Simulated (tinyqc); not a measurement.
Transfer-length model of a contact: effect of the sheet resistance.

A metal contact of length d and width W on a thin layer of the same width. The metal has no resistance, the sheet resistance under it equals Rsh, and current enters the layer at the front edge x = 0.

Transfer length Lt = sqrt(rc/Rsh); front resistance Rc = (Rsh Lt/W) coth(d/Lt); end resistance Re = (Rsh Lt/W)/sinh(d/Lt).

Values chosen for this exercise:

| symbol | value | unit | meaning |
|---|---|---|---|
| rc | 6.9e-9 | ohm cm^2 | specific contact resistivity |
| d | 0.016 | um | contact length |
| W | 2.7 | um | contact width |

Result of one run:
```
Rsh (ohm/sq)	Lt (um)	d/Lt	Rc W (ohm um)	Re W (ohm um)
29	0.1543	0.1037	43.28	43.05
```

What becomes of these results when the sheet resistance of the semiconductor layer Rsh is changed from 29 to 530 ohm/sq, all else the same?

Result of the changed run:
```
Rsh (ohm/sq)	Lt (um)	d/Lt	Rc W (ohm um)	Re W (ohm um)
530	0.03608	0.4434	45.92	41.74
```

The whole series:
```
Rsh (ohm/sq)	Lt (um)	d/Lt	Rc W (ohm um)	Re W (ohm um)
29	0.1543	0.1037	43.28	43.05
77	0.09466	0.1690	43.53	42.92
200	0.05874	0.2724	44.19	42.60
530	0.03608	0.4434	45.92	41.74
1400	0.02220	0.7207	50.35	39.61
3700	0.01366	1.172	61.26	34.64
9700	0.008434	1.897	85.58	25.11
26000	0.005152	3.106	134.5	12.02
```

Rc W rises from 43.3 to 134 ohm um while Re W falls from 43.0 to 12.0 ohm um; for Rsh going to zero both tend to rc/d = 43.1 ohm um. A larger Rsh shortens Lt and crowds the current to the front edge. In 3 of the 8 rows Lt is below 20 nm, near the thickness of a real layer, where current spreads in depth and the line model fails.

Computed by the program tinyqc: `OMP_NUM_THREADS=1 python tinyqc.py 2760096 2760097 out.jsonl`, one thread of a shared Intel Xeon 2.30GHz, about 0.01 s for the whole run.
